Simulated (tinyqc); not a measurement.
Band edges of strained Si(1-x)Ge(x) on relaxed Si(1-y)Ge(y), step by step. Values are carried at full precision from step to step, so a last printed digit may differ when a step is redone from the rounded ones.

Values are linear in the Ge fraction but for ED(x) = linear - CD x (1 - x) and a(x) = linear - Ca x (1 - x). Energies are on the common scale of Ev.

Values chosen for the exercise (end members near Si and Ge, in this order; not measured data): a = (5.431, 5.666) angstrom (lattice constant); Dso = (0.044, 0.288) eV (spin-orbit splitting); av = (2.49, 1.25) eV (valence hydrostatic potential); b = (-2.07, -2.57) eV (tetragonal shear potential); d = (-4.78, -5.28) eV (trigonal shear potential); C11 = (167.1, 129.7) GPa; C12 = (64.3, 47.8) GPa; C44 = (79.2, 67.8) GPa; Ev = (0, 0.64) eV (top of the unstrained valence band); ED = (1.156, 0.927) eV (gap to the Delta valleys); EL = (2.028, 0.74) eV (gap to the L valleys); aD = (1.84, 1.36) eV (hydrostatic potential of the Delta gap); aL = (-3.38, -2.96) eV (hydrostatic potential of the L gap); XuD = (9.07, 9.63) eV (uniaxial potential, Delta); XuL = (15.68, 14.83) eV (uniaxial potential, L); CD = 0.203 eV (bowing of the Delta gap); Ca = 0 angstrom (bowing of the lattice constant); x = 0.47 (Ge fraction of the layer); y = 0 (Ge fraction of the relaxed buffer); face = 001 (growth face).

## Values of the layer and the buffer

Interpolate at x and at y.

Interpolated values (a in angstrom, C11, C12, C44 in GPa, all else in eV):

| symbol | layer | buffer |
|---|---|---|
| a | 5.54145 | 5.43100 |
| Dso | 0.15868 | 0.04400 |
| av | 1.90720 | 2.49000 |
| b | -2.30500 | -2.07000 |
| d | -5.01500 | -4.78000 |
| C11 | 149.52200 | 167.10000 |
| C12 | 56.54500 | 64.30000 |
| C44 | 73.84200 | 79.20000 |
| Ev | 0.30080 | 0.00000 |
| ED | 0.99780 | 1.15600 |
| EL | 1.42264 | 2.02800 |
| aD | 1.61440 | 1.84000 |
| aL | -3.18260 | -3.38000 |
| XuD | 9.33320 | 9.07000 |
| XuL | 15.28050 | 15.68000 |

## Strain of the layer on a (001) buffer

Coherent growth on a (001) face: e_par = (a(y) - a(x))/a(x), e_perp = -2 (C12/C11) e_par; exx = eyy = e_par, ezz = e_perp, no shear.

Use the elastic constants of the layer.

e_par = -0.019932
e_perp = 0.015075

strain tensor in the cubic axes:
```
           x          y         z
x  -0.019932   0.000000  0.000000
y   0.000000  -0.019932  0.000000
z   0.000000   0.000000  0.015075
```

The layer is under compression in the plane; its volume changes by -2.479 %.

## Conduction valleys of the layer

A valley with unit axis u lies at Ev + gap + (av + a_valley) tr(e) + Xu (u.e.u - tr(e)/3); the Delta axes are x, y, z and the L axes [111], [1-1-1], [-11-1], [-1-11]. The second-order shift of the Delta valleys under shear is left out; it lowers the pair normal to the sheared plane by tens of meV at a shear of 1 %.

Give the hydrostatic shifts, the uniaxial shifts and the edges.

hydrostatic shifts of Delta and L (eV): -0.0873  0.0316

uniaxial shifts (eV): Delta x -0.1089, Delta y -0.1089, Delta z 0.2178, L [111] 0.0000, L [1-1-1] 0.0000, L [-11-1] 0.0000, L [-1-11] 0.0000

valley edges (eV): Delta x 1.1024, Delta y 1.1024, Delta z 1.4291, L [111] 1.7551, L [1-1-1] 1.7551, L [-11-1] 1.7551, L [-1-11] 1.7551

The lowest set is Delta4 (the digit counts whole valleys) at 1.1024 eV; the Delta valleys spread over 327 meV and the L valleys over 0 meV.

## Valence edges of the layer

Valence edges: Ev plus the levels of the 6 x 6 matrix of X, Y, Z times spin with -Dso/3 + l exx + m (eyy + ezz) on the diagonal (cyclic), n exy off it, l = av + 2 b, m = av - b, n = sqrt(3) d. Spin-orbit term (Dso/3) L.sigma on X, Y, Z with (L_k)_ij = -i epsilon_kij: <X+|H|Y+> = -i Dso/3, <X+|H|Z-> = Dso/3, <Y+|H|Z-> = -i Dso/3, <Z+|H|X-> = -Dso/3, <Z+|H|Y-> = i Dso/3, <X-|H|Y-> = i Dso/3, and their conjugates; + and - are the spin along z.

Give the strain block and the three twofold edges.

strain block (eV):
```
        X       Y        Z
X  0.0334       0        0
Y       0  0.0334        0
Z       0       0  -0.2087
```

edges from the top (eV): 0.3342  0.2544  0.0132

The top two edges are split by 80 meV.

## Gap and offsets against the buffer

Buffer: Ev(y) and Ec = Ev(y) + min(ED, EL). dEc = Ec(buffer) - Ec(layer), dEv = Ev(layer) - Ev(buffer); positive values confine the carrier in the layer; type I if both have one sign.

gap of the strained layer = 0.7682 eV
gap of the buffer = 1.1560 eV
dEc = 0.0536 eV
dEv = 0.3342 eV

Type I: electrons collect in the layer (54 meV) and holes in the layer (334 meV). The relaxed layer would have a gap of 0.998 eV, so strain has moved it by -230 meV.

## Checks

- Mean of the three Delta edges against the hydrostatic shift alone (eV): both 1.21131.

Computed by tinyqc, a small Python program: `OMP_NUM_THREADS=1 python tinyqc.py 1051162 1051163 out.jsonl` (the numbers bound the seed that draws the inputs); one thread of a shared host (Intel(R) Xeon(R) Processor @ 2.30GHz), about 0.02 s for the whole set of steps.
